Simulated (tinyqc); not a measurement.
Averaged masses of warped heavy- and light-hole bands: one step. Effective density of states. Five cases, with inputs chosen for the exercise.

Question. Nv = 2 (kT/(4 pi c))^(3/2) [m_h^(3/2) + m_l^(3/2) + mso^(3/2) exp(-Dso/kT)], c = hbar^2/2m0, parabolic bands, m_h and m_l the density-of-states masses from the grid; 1 angstrom^-3 = 1e24 cm^-3.

Constants: kB = 8.617333262e-05 eV/K; hbar^2/2m0 = 3.80998211 eV angstrom^2.

Case 1.

Values chosen (out of a larger set: near those of GaP; not measured data): mso = 0.256 m0 (split-off mass); Dso = 0.082 eV (spin-orbit splitting); T = 300 K (temperature).

m_d heavy, light (m0): 0.520995  0.166933

Case 2.

Values chosen (out of a larger set: near those of GaSb; not measured data): mso = 0.123 m0 (split-off mass); Dso = 0.74 eV (spin-orbit splitting); T = 200 K (temperature).

m_d heavy, light (m0): 0.473466  0.040972

Case 3.

Values chosen (out of a larger set: near those of Ge; not measured data): mso = 0.091 m0 (split-off mass); Dso = 0.293 eV (spin-orbit splitting); T = 300 K (temperature).

m_d heavy, light (m0): 0.352135  0.042331

Case 4.

Values chosen (out of a larger set: near those of GaAs; not measured data): mso = 0.171 m0 (split-off mass); Dso = 0.347 eV (spin-orbit splitting); T = 77 K (temperature).

m_d heavy, light (m0): 0.628324  0.082806

Case 5.

Values chosen (out of a larger set: near those of AlAs; not measured data): mso = 0.278 m0 (split-off mass); Dso = 0.296 eV (spin-orbit splitting); T = 200 K (temperature).

m_d heavy, light (m0): 0.754232  0.161624

Give: prefactor; the three terms; Nv; shares.

Answer.

Case 1.

prefactor = 2.5094e+19 cm^-3

the three terms: 0.37605  0.06820  0.00543

Nv = 1.128e+19 cm^-3

shares (%): 83.6  15.2  1.2

kT/Dso = 0.32: thermal holes reach energies comparable with Dso, where the four-band form fails and the true Nv is larger.

Case 2.

prefactor = 1.3660e+19 cm^-3

the three terms: 0.32579  0.00829  0.00000

Nv = 4.563e+18 cm^-3

shares (%): 97.5  2.5  0.0

kT/Dso = 0.02, small enough for the four-band form.

Case 3.

prefactor = 2.5094e+19 cm^-3

the three terms: 0.20896  0.00871  0.00000

Nv = 5.462e+18 cm^-3

shares (%): 96.0  4.0  0.0

kT/Dso = 0.09, small enough for the four-band form.

Case 4.

prefactor = 3.2631e+18 cm^-3

the three terms: 0.49805  0.02383  0.00000

Nv = 1.703e+18 cm^-3

shares (%): 95.4  4.6  0.0

kT/Dso = 0.02, small enough for the four-band form.

Case 5.

prefactor = 1.3660e+19 cm^-3

the three terms: 0.65502  0.06498  0.00000

Nv = 9.835e+18 cm^-3

shares (%): 91.0  9.0  0.0

kT/Dso = 0.06, small enough for the four-band form.

Computed by tinyqc, one run a case: `OMP_NUM_THREADS=1 python tinyqc.py N N+1 out.jsonl` with N = 1080903, 1081018, 1081181, 1081193, 1081291; one thread of a shared Intel(R) Xeon(R) Processor @ 2.30GHz, about 0.02 s a run at most.
